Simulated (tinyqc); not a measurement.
Thin film between two gates, subbands and threshold shift from confinement: two steps of the calculation.

Undoped body with a flat potential across it, hard walls, transport along x. One isotropic valley (g = 1, mx = my = mz = me). Non-parabolicity enters the subband edges through E (1 + al E) = gamma, so E = 2 gamma/(1 + sqrt(1 + 4 al gamma)); motion within a subband is taken as parabolic with the band-edge mass. Energies are counted from the bulk band edge.

Parameters, values chosen for the exercise; masses close to those of In0.53Ga0.47As: temperature T = 77 K; mass at the band edge me = 0.0411 m0; non-parabolicity al = 1.1 1/eV; film thickness (along z) t = 10.3 nm; widening of the box by penetration into the insulator dl = 0 nm.

Constants: q = 1.602176634e-19 C, kB = 1.380649e-23 J/K, hbar = 1.054571817e-34 J s, m0 = 9.1093837015e-31 kg, Vt = kB T/q, hbar^2/(2 m0) = 0.0380998212 eV nm^2. Results are converted to the units shown.

Problem 1. Lowest subbands. gamma = C (pi k/(t + dl))^2/mz, C = hbar^2/(2 m0). List the 5 lowest, labelled by quantum numbers, with degeneracy g and N_k: N_k = g sqrt(mx my) m0 kB T/(pi hbar^2).

Give: E_k; g; N_k.

Solution 1.

| subband | E_k (eV) | g | N_k (cm^-2) |
|---|---|---|---|
| 1 | 0.07932 | 1 | 1.139e11 |
| 2 | 0.2667 | 1 | 1.139e11 |
| 3 | 0.5006 | 1 | 1.139e11 |
| 4 | 0.7542 | 1 | 1.139e11 |
| 5 | 1.017 | 1 | 1.139e11 |

Problem 2. Threshold shift. Each subband has N_k = g sqrt(mx my) m0 kB T/(pi hbar^2); without degeneracy n = exp(EF/Vt) sum N_k exp(-E_k/Vt). Classical value Nc times t, Nc = sum over valleys of 2 g (m m0 kB T/(2 pi hbar^2))^1.5 with m = (mx my mz)^(1/3). Threshold shift dVT = Vt ln(classical value/sum N_k exp(-E_k/Vt)). Use the subbands listed.

| subband | E_k (eV) | N_k (cm^-2) |
|---|---|---|
| 1 | 0.079318899 | 1.1392070e11 |
| 2 | 0.26671031 | 1.1392070e11 |
| 3 | 0.50055023 | 1.1392070e11 |
| 4 | 0.75417487 | 1.1392070e11 |
| 5 | 1.0173924 | 1.1392070e11 |

Find: shares; sum N_k exp(-E_k/Vt); Nc; classical value; dVT.

Solution 2.

shares, subband 1 to 5 (%): [100.0, 0.0, 0.0, 0.0, 0.0]
sum N_k exp(-E_k/Vt) = 7.329e5 cm^-2
Nc = 2.719e16 cm^-3
classical value = 2.800e10 cm^-2
dVT = 70.01 mV

Range of the model: Non-parabolicity also makes carriers heavier within each subband, which is left out, so densities of states are understated at high energy.

Numbers from tinyqc (`OMP_NUM_THREADS=1 python tinyqc.py 2350021 2350022 out.jsonl`; about 0.02 s on one thread of a shared Intel Xeon 2.30GHz).
